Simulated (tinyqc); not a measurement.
Transfer curve: field-effect mobility of a thin-film transistor with band-tail and deep states (multiple trapping). Computed by tinyqc, a small Python program. Command: `OMP_NUM_THREADS=1 python tinyqc.py 3020188 3020189 out.jsonl tft walk`. One thread of a shared host (Intel(R) Xeon(R) Processor @ 2.30GHz), about 0.05 s of CPU time with the checks.

A thick film in accumulation at small drain voltage. Only free electrons move; trapped ones still screen the gate. N_c and mu_0 are held fixed when T changes, leaving out the T^(3/2) growth of N_c. x = E_0 - psi is the distance of the Fermi level below the band edge.

Inputs (values chosen for the exercise, modelled on an amorphous In-Ga-Zn oxide):
```
quantity                                     value         unit
permittivity eps                              11.5            -
effective density of states N_c            5.4e+18       1/cm^3
band mobility mu_0                              15   cm^2/(V s)
tail density at the edge g_t               1.5e+19  1/(eV cm^3)
tail width E_t                                  36          meV
flat-band Fermi level below the edge, E_0     0.62           eV
equivalent oxide thickness t                    45           nm
temperature T                                  200            K
```

Deep states: none.

Constants: k_B = 8.617333262e-05 eV/K; e = 1.602176634e-19 C; eps_0 = 8.8541878128e-12 F/m.

Method:
- F_j(eta) = int_0^infinity x^j/(1 + exp(x - eta)) dx, without a gamma-function factor.
- Integrals over x = E/(k_B T) use 160 Gauss-Legendre points in u = sqrt(x) from 0 to sqrt(max(eta, 0) + 32).
- Free n(x) = N_c (2/sqrt(pi)) F_1/2(-x/k_B T), with F_1/2 from its two-term series in exp(-x/k_B T) for x >= 12 k_B T; tail n_t(x) = int_0^1.2eV g_t exp(-E/E_t)/(1 + exp((x - E)/k_B T)) dE, E counted down from the edge, 120 Gauss-Legendre points; space charge rho(psi) = n + n_t less its value at psi = 0.
- Poisson: F(psi) = sqrt((2 e/(eps eps_0)) int_0^psi rho dpsi'); V_G - V_FB = psi_s + eps F(psi_s) t/3.9; free sheet density N_f = int (n - n(E_0))/F dpsi; induced sheet density N_i = eps eps_0 F(psi_s)/e; trapezoid rule on 301 even points in psi, the first interval left out of N_f.
- mu_eff = mu_0 N_f/N_i; field-effect mobility mu_FE = mu_0 e (dN_f/dV_G)/C_ox and swing S = dV_G/dlog10(N_f), by a central difference of +/- 2 mV in psi_s; C_ox = 3.9 eps_0/t.

Against the band bending:
```
psi_s (V)  V_G - V_FB (V)  N_f (1/cm^2)  mu_eff (cm^2/(V s))  mu_FE (cm^2/(V s))  S (mV/decade)
0.22               0.2249    2.7915e+04           1.7889e-04          3.5819e-05             56
0.31               0.3272    1.4599e+06           2.6611e-03          1.6288e-03             65
0.38               0.4255    3.1997e+07           2.2025e-02          2.7092e-02             85
0.45               0.5712    6.9954e+08           1.8077e-01          3.5550e-01            142
0.50               0.7497    6.2472e+09           7.8343e-01          1.7975e+00            251
0.55               1.1093    5.2832e+10           2.9583e+00          6.2892e+00            606
0.59               1.8164    2.5879e+11           6.6087e+00          1.1080e+01           1685
0.63               3.5991    9.8923e+11           1.0434e+01          1.3760e+01           5185
0.68               8.1189    3.0573e+12           1.2871e+01          1.4597e+01          15102
```

What follows from these numbers?

The steepest swing among the rows is 56 mV/decade. mu_eff climbs from 1.8e-4 to 13, 86 % of mu_0 in the last row. Between rows 6 and 7 N_f scales as (V_G - V_FB - psi_s)^2.02; an exponential tail holding all the charge would give the larger of 1 and 2 E_t/k_B T - 1, here 3.18, and free charge alone 1.
